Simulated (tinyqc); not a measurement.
Comparisons within one model: Koster-Slater impurity in an sp3s* host. A value that a table varies takes the place of the one given here.

sp3s* tight binding, nearest neighbours only: anion (a) at 0, cation (c) at a/4 (1,1,1), orbitals s, px, py, pz, s* on each; k in units of 2 pi/a. With phases e_j = exp(i (pi/2) k.n_j) for n = (1,1,1), (1,-1,-1), (-1,1,-1), (-1,-1,1): g0 = (e1+e2+e3+e4)/4, g1 = (e1+e2-e3-e4)/4, g2 = (e1-e2+e3-e4)/4, g3 = (e1-e2-e3+e4)/4. The diagonal holds the levels Esa, Epa, Exa (s*) and Esc, Epc, Exc. Anion-cation block: <sa|sc> = Vss g0; <sa|xc> = Vsapc g1; <xa|sc> = -Vscpa g1; <xa|xc> = Vxx g0; <xa|yc> = <ya|xc> = Vxy g3, <xa|zc> = <za|xc> = Vxy g2, <ya|zc> = <za|yc> = Vxy g1; <s*a|xc> = Vxapc g1; <xa|s*c> = -Vpaxc g1; y and z take g2 and g3 in place of g1; s-s* and s*-s* vanish.

A defect on a cation site (c) shifts the s level there by Vs or the three p levels by Vp and leaves the rest. A level in the gap solves 1/Vs = G_s(E) (symmetry A1) or 1/Vp = G_p(E) (T2, threefold), with G(E) = (1/N^3) sum over k and bands of w/(E - e), where w is the weight of the state on the s orbital of that site, or the mean weight on its px, py, pz. Mesh: k = f1 (-1,1,1) + f2 (1,-1,1) + f3 (1,1,-1), f = (j + 1/2)/N, j = 0 to N - 1. Energies from the top of the valence band at Gamma; the s* orbital of the site is left as it is. An infinite shift removes the s or p orbitals, the model of the ideal vacancy: G(E) = 0.

Values chosen for the exercise (out of a larger set: near a published set for AlAs; not measured data): p = (-7.515, 0.98, -1.154, 3.606, 7.516, 6.712, -6.707, 1.879, 4.282, 5.146, 5.51, 4.511, 5.035) eV (order Esa, Epa, Esc, Epc, Exa, Exc, Vss, Vxx, Vxy, Vsapc, Vscpa, Vxapc, Vpaxc); N = 4 (mesh); V = -5.7 eV (shift of the s level).

## Level against strength of the defect

Eg (smallest gap of the host) = 2.29785 eV

A dash: no level in the gap from 0 to Eg. The last row is the ideal vacancy.

Levels (eV above the valence band):

| shift (eV) | A1 | T2 |
|---|---|---|
| -40 | - | 0.341 |
| -20 | - | 0.543 |
| -12 | - | 0.837 |
| -8 | 0.443 | 1.190 |
| -5 | 1.092 | 1.652 |
| -3 | 1.689 | 2.031 |
| +3 | - | - |
| +5 | - | - |
| +8 | - | - |
| +12 | - | - |
| +20 | - | - |
| +40 | - | 0.048 |
| vacancy | - | 0.174 |

What can be read from the table?

A1: a level lies in the gap for the attractive shifts -3, -5 and -8 eV, and no repulsive one does; G has no zero in the gap, so there is no vacancy level there and a strong enough shift drives the level out through the far edge. T2: a level lies in the gap for the attractive shifts -3, -5, -8, -12, -20 and -40 eV and for the repulsive +40 eV; both branches tend to the vacancy level, 0.174 eV, which pins them. A level passes the edges where the shift equals 1/G, a value that is sensitive to the mesh there: on this one 1/G(0) = -11.2 and 1/G(Eg) = -1.1 eV for s, 26.4 and -1.0 eV for p.

## Convergence with the mesh

The same level (G_s = 1/V) on meshes of growing size; a dash: no level from 0 to Eg.

Mesh:

| N | points | G_s(Eg/2) (1/eV) | level (eV) |
|---|---|---|---|
| 2 | 8 | -0.21171 | 0.8949 |
| 3 | 27 | -0.20902 | 0.9145 |
| 4 | 64 | -0.20886 | 0.9159 |
| 6 | 216 | -0.20885 | 0.9160 |
| 8 | 512 | -0.20885 | 0.9160 |

How do the results move?

Against N = 8, G at mid-gap is off by -0.00286 at N = 2 and 0.00000 1/eV at N = 6; the level moves by 0.0 meV from N = 6 to 8. Errors in G are magnified in the level by 1/|dG/dE|, and a level near a band edge needs the finest mesh, since the sum there is ruled by few points.

Program tinyqc; command `OMP_NUM_THREADS=1 python tinyqc.py 1450980 1450981 out.jsonl`; about 0.08 s on one thread of a shared Intel(R) Xeon(R) Processor @ 2.30GHz.
